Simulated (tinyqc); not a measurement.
What moves the coefficients: Boltzmann transport in a parabolic band with a power-law relaxation time.

F_j(eta) = (1/Gamma(j + 1)) integral_0^infinity x^j dx/(1 + exp(x - eta)), which tends to exp(eta) for eta << 0.

n = N F_1/2(eta) with N = 2 (m kB T/(4 pi c))^(3/2) with c = hbar^2/2m0, in 1/angstrom^3; times 1e24 for 1/cm^3, m = md.

tau = tau0 x^r with x = E/kT. With K_j = Gamma(j + 1) F_j(eta): <tau> = tau0 (r + 3/2) K_(r+1/2)/((3/2) K_(1/2)); mu = <tau>/(mc m0/e), m0/e = 5.685630e-12 kg/C; Hall factor rH = (3/2) K_(1/2) (2r + 3/2) K_(2r+1/2)/((r + 3/2) K_(r+1/2))^2; Seebeck S = -(kB/e) [(r + 5/2) K_(r+3/2)/((r + 3/2) K_(r+1/2)) - eta]; Lorenz number L = (kB/e)^2 [(r + 7/2) K_(r+5/2)/((r + 3/2) K_(r+1/2)) - ((r + 5/2) K_(r+3/2)/((r + 3/2) K_(r+1/2)))^2]; kB/e in V/K. Valley anisotropy is left out of rH.

Constants: hbar^2/2m0 = 3.80998211 eV angstrom^2; kB = 8.617333262e-05 eV/K.

Values chosen for the exercise (masses near those of InAs; tau0 is set for a mobility of the usual size at this n, kL is a free input; freeze-out and phonon drag, which matter near 77 K, are left out; the results hold for these values, not for the real material): md = 0.026 m0 (density-of-states mass); mc = 0.0259 m0 (conductivity mass); tau0 = 180 fs (tau at E = kT); r = 0 (exponent of tau); T = 200 K; kL = 2.8 W/(m K) (lattice thermal conductivity); n = 3.6e+17 1/cm^3 (electron density).

sigma = e n mu with e = 1.602176634e-19 C; ZT = S^2 sigma T/(kL + L sigma T).

Results for these values:
```
case  mu (cm^2/(V s))  sigma (S/cm)  S (microvolt/K)      ZT
base        1.222e+04         705.0            -95.9  0.0418
```

What happens to each result for mc = 0.0337 m0, all else kept?

Answer: mu falls from 1.222e+04 to 9394; sigma falls from 705.0 to 541.8; S does not change at the printed digits; ZT falls from 0.0418 to 0.0329.

The same for each parameter in turn:
```
case                mu (cm^2/(V s))  sigma (S/cm)  S (microvolt/K)      ZT
base                      1.222e+04         705.0            -95.9  0.0418
md = 0.034 m0             1.222e+04         705.0           -119.4  0.0649
mc = 0.0337 m0                 9394         541.8            -95.9  0.0329
n = 7.2e+17 1/cm^3        1.222e+04          1410            -63.3  0.0328
tau0 = 270 fs             1.834e+04          1058            -95.9  0.0597
kL = 1.4 W/(m K)          1.222e+04         705.0            -95.9  0.0761
T = 250 K                 1.222e+04         705.0           -115.2  0.0738
```

The row for T keeps tau0 fixed; for phonon scattering tau0 itself falls as T rises.

Computed by tinyqc, a small Python program: `OMP_NUM_THREADS=1 python tinyqc.py 1651765 1651766 out.jsonl` (the numbers bound the seed that draws the inputs); one thread of a shared host (Intel(R) Xeon(R) Processor @ 2.30GHz), about 0.01 s for the whole set of steps.
